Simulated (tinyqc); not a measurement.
# Surface Green function of a two-leg ladder, Sancho-Rubio decimation: densities of states against energy

A semi-infinite lead of cells 0, 1, 2, ... with H0 inside a cell and H1 = <cell i|H|cell i + 1>. One rung (site 1 on leg a, site 2 on leg b) is a cell; all hoppings enter with a minus sign. z = E + i eta.

Start with e_s = e = H0, a = H1, b = H1^dagger. Each round: g = (z - e)^(-1); e_s <- e_s + a g b; e <- e + a g b + b g a; a <- a g a; b <- b g b (all with the old a, b). Round k joins cells 2^k apart. Stop when the largest entry of the matrices a and b is below 1e-12 eV; g_s = (z - e_s)^(-1), bulk (z - e)^(-1), density of states -Im Tr/pi. Here eta = 0.001 eV. Open modes are the crossings of E with the bands of H0 + H1 exp(ik) + H1^dagger exp(-ik) for 0 < k < pi.

H0 (eV):

|  | 1 | 2 |
|---|---|---|
| 1 | 0 | -0.24 |
| 2 | -0.24 | 0.49 |

H1 (eV):

|  | 1 | 2 |
|---|---|---|
| 1 | -1 | -0.16 |
| 2 | 0 | -0.84 |

Densities of states against energy:

| E (eV) | open modes | rounds | surface (1/eV) | bulk (1/eV) |
|---|---|---|---|---|
| -2.38 | 0 | 6 | 2.505e-4 | 8.685e-4 |
| -1.94 | 1 | 15 | 0.1411 | 0.3439 |
| -1.51 | 1 | 16 | 0.2269 | 0.2136 |
| -1.07 | 1 | 16 | 0.2744 | 0.1860 |
| -0.63 | 2 | 16 | 0.5550 | 0.4577 |
| -0.2 | 2 | 16 | 0.6494 | 0.3787 |
| 0.24 | 2 | 16 | 0.6862 | 0.3568 |
| 0.68 | 2 | 16 | 0.6764 | 0.3624 |
| 1.11 | 2 | 16 | 0.6210 | 0.3964 |
| 1.55 | 2 | 16 | 0.5021 | 0.4973 |
| 1.99 | 1 | 15 | 0.2048 | 0.4295 |
| 2.42 | 0 | 6 | 3.887e-4 | 0.001197 |

The bands of the infinite lead run over -2.16 to 1.97, -1.03 to 2.20 eV. The rounds lie between 6 and 16, 6.0 on average outside the bands and 15.8 inside. The surface density of states is largest at E = 0.24 eV among the rows (0.686 1/eV, bulk 0.357).

Computed by the program tinyqc: `OMP_NUM_THREADS=1 python tinyqc.py 2680002 2680003 out.jsonl`, one thread of a shared Intel Xeon 2.30GHz, about 0.06 s for the whole run.
